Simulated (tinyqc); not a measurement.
Thermal displacements in the Debye model: Debye-Waller factors, bond-length spread and the Lindemann rule: one step, computed by the program tinyqc.

A Debye spectrum with three branches of one velocity, cut at k_B Theta; 8 atoms per cube, nearest neighbours at d = 0.433013 a.

Task: Recoil-free fraction. A nucleus of this mass is supposed to emit a gamma ray of the energy chosen: recoil energy E_R = E^2/(2 M c^2), wave number k_g = E/(hbar c), recoil-free fraction f = exp(-k_g^2 <u_x^2>).

Inputs (values chosen for the exercise, modelled on germanium):
```
quantity                 value  unit
atomic mass M            72.63     u
Debye temperature Theta    294     K
temperature T              600     K
gamma-ray energy E        23.9   keV
```

Structure: diamond.

<u_x^2> = 0.01400109 angstrom^2

Constants: e = 1.602176634e-19 C; u = 1.6605390666e-27 kg; c = 299792458 m/s; hbar = 6.582119569e-16 eV s; k_B = 8.617333262e-05 eV/K.

Give: recoil energy; k_g; recoil-free fraction f.

Result:

recoil energy = 4.2215 meV

k_g = 12.112 1/angstrom

recoil-free fraction f = 0.12823
